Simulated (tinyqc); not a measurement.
Worked calculation: metal-induced gap states at the contact of a metal chain and a two-band chain. Values are carried at full precision from step to step, so a last printed digit may differ when a step is redone from the rounded ones.

The semiconductor alternates sites A at -Eg/2 and C at +Eg/2 with hopping -t; the gap runs from -Eg/2 to Eg/2. In the gap cosh(q a) = 1 + (Eg^2/4 - E^2)/(2 t^2) and the amplitude changes by -exp(-q a) a period. The metal has site energy 0 and hopping -tm; its end site has g_m = (E - i sqrt(4 tm^2 - E^2))/(2 tm^2). Sites 1, 2, ... count into the semiconductor, with energies e1, e2 alternating. The clean half chain has g1 = 1/(E - e1 - t^2 g2), g2 = 1/(E - e2 - t^2 g1), decaying root. With the contact G11 = 1/(1/g1 - tc^2 g_m), and the density on site j is -Im G_jj/pi = |psi_j/psi_1|^2 (-Im G11/pi), per spin, with psi_2/psi_1 = -t g2, psi_3/psi_2 = -t g1.

Constants: e^2/(4 pi eps0) = 14.39964547 eV angstrom.

Values chosen for the exercise (gap and optical dielectric constant near those of SiC; the chain itself is a model; shifted at random, so the results belong to these values and not to a real crystal):
- Eg = 3.17 eV (gap)
- t = 2.73 eV (hopping in the semiconductor)
- a = 3.08 angstrom (period (two sites); one chain for each area a^2)
- E = -1.01 eV (energy from mid-gap)
- tm = 2.78 eV (hopping in the metal)
- tc = 0.92 eV (hopping across the contact)
- end = C (site that touches the metal)
- eps = 6.7 (dielectric constant)

## Decay in the gap

Form cosh(q a), l = exp(-q a), q and the decay length 1/(2q) of the density.

cosh(q a) = 1.10010
l = 0.64160
q = 0.14409 1/angstrom
xi, the decay length of the density = 3.470 angstrom

## Green functions

The decaying root is g1 = (1 - l)/(E - e1), g2 = (1 - l)/(E - e2), l = exp(-q a). Form them, g_m and G11.

g1, g2 (1/eV): [-0.13811, 0.62331]

g_m = -0.06534-0.35373i 1/eV
G11 = -0.13893-0.00579i 1/eV

## Density site by site

D1 = -Im G11/pi, D2 = (t g2)^2 D1, and each further period multiplies by l^2. The sum over all sites is (D1 + D2)/(1 - l^2). The Green functions stand in the order g1, g2.

density on sites 1 to 8 (1/eV): [0.00184, 0.00534, 0.00076, 0.00220, 0.00031, 0.00090, 0.00013, 0.00037]

Ds, the density per spin summed over the semiconductor = 0.01220 1/eV

The first period holds 59 % of the gap states at this energy.

## Pinning factor

Gap states per area N = 2 Ds/a^2 (two spins). Charge in them sits a distance xi from the metal, so S = 1/(1 + 4 pi e^2 N xi/eps), e^2 meaning e^2/(4 pi eps0); S is the change of the barrier per change of the metal work function.

N = 2.572e+13 1/(eV cm^2)
4 pi e^2 N xi/eps = 0.2411
S = 0.8058

Weak pinning, nearer the Schottky limit S = 1.

## Checks

- g1 from the closed form against decimation: both -0.138113.

(tinyqc, `OMP_NUM_THREADS=1 python tinyqc.py 1450898 1450899 out.jsonl`, Intel(R) Xeon(R) Processor @ 2.30GHz, 1 thread, shared host, about 0.01 s.)
